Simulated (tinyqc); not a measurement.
Convergence with the size of the ring: vibrations of a mass or spring defect in a linear chain. Computed by tinyqc, a small Python program. Command: `OMP_NUM_THREADS=1 python tinyqc.py 3019019 3019020 out.jsonl localmode walk`. One thread of a shared host (Intel(R) Xeon(R) Processor @ 2.30GHz), about 0.01 s of CPU time with the checks.

A ring of N atoms with nearest-neighbour springs k and motion along the chain. Atom 1 is the defect, of mass M', and its two springs are k'. Odd sites are A (the defect replaces an A atom), even sites B.

Inputs (values chosen for the exercise, for a model chain):
```
quantity                         value           unit
spring constant k                 9.37  eV/angstrom^2
mass M_A                          13.4              u
mass M_B                          5.74              u
defect mass M'                      19              u
spring ratio k'/k at the defect      1              -
```

Host: diatomic.

Constants: nu for 1 eV/(angstrom^2 u) = 15.6333042 THz.

Method:
- Host bands: lambda from 0 to 2k/M(heavy) and from 2k/M(light) to 2k (1/M_A + 1/M_B).
- nu = 15.6333042 THz x sqrt(lambda), lambda in eV/(angstrom^2 u).
- D_ii = (sum of the two springs at i)/M_i, D_ij = -k_ij/sqrt(M_i M_j) for neighbours, closed into a ring.
- The same matrix for 120 atoms; amplitudes are the mass-weighted eigenvector, in size, relative to the defect, for the highest mode; its weight is the squared component of the normalised eigenvector on the defect.

band edges (THz): 0.0000  18.4877  28.2475  33.7597

ratio to the top of the host band = 0.999932

Highest mode:
```
N    frequency (THz)  weight on the defect  modes outside the bands
4             33.053            9.6503e-02                        0
6             33.342            4.9309e-02                        0
8             33.482            2.8572e-02                        0
12            33.610            1.2070e-02                        0
20            33.695            3.5636e-03                        0
40            33.741            5.7129e-04                        0
80            33.755            8.1077e-05                        0
120           33.757            2.5062e-05                        0
```

What does the comparison show, and why?

The weight of the highest mode on the defect goes from 9.6503e-02 in a ring of 4 atoms to 2.5062e-05 in one of 120.

Extremes, crossings and ranges named in words are read from the listed rows.
